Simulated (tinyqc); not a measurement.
Worked calculation: lattice vibrations of a chain. One step of it, computed by the program tinyqc.

Question. Frequencies. omega^2 are the eigenvalues; wavenumber = 521.4708 sqrt(eigenvalue) 1/cm.

D(q) (eV/(angstrom^2 u)), lower triangle (Hermitian):
```
                    1          2         3
1            1.110000
2           -0.189557   0.732283
3  0.560083-0.035237i  -0.496198  0.784507
```

Give: eigenvalues; wavenumbers; weights |e|^2 of the mass-weighted modes.

Answer.

eigenvalues: 0.1695  0.7139  1.7435

wavenumbers (1/cm): 214.7  440.6  688.5

weights |e|^2 of the mass-weighted modes:
```
        mode 1  mode 2  mode 3
atom 1  0.1166  0.4370  0.4464
atom 2  0.3075  0.5120  0.1805
atom 3  0.5758  0.0511  0.3731
```
